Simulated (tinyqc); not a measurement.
# Field, mass and barrier from the scaled variables

Problem. A barrier edge falls as U0 - F x over a width d with F = V/d. With e = (C F^2/m1)^(1/3), C = hbar^2/(2 m0), the Airy arguments at its edges are z1 = (U0 - E)/e and z2 = (U0 - V - E)/e. Find e, m1 and U0.

Inputs (values chosen for the exercise):
- E = 0.67 eV (electron energy)
- d = 1.8 nm (barrier width)
- V = 3.1 V (voltage across the barrier)

Constants: q = 1.602176634e-19 C, hbar = 1.054571817e-34 J s, m0 = 9.1093837015e-31 kg, hbar^2/(2 m0) = 0.0380998212 eV nm^2. Results are converted to the units shown.

z1 and z2: [1.7460273, -2.2932896]

Answer. z1 - z2 = V/e gives e, its definition gives m1, and U0 = E + z1 e.

e = 0.767 eV
m1 = 0.250 m0
U0 = 2.01 eV

Computed by the program tinyqc: `OMP_NUM_THREADS=1 python tinyqc.py 2580015 2580016 out.jsonl`, one thread of a shared Intel Xeon 2.30GHz, about 0.01 s for the whole run.
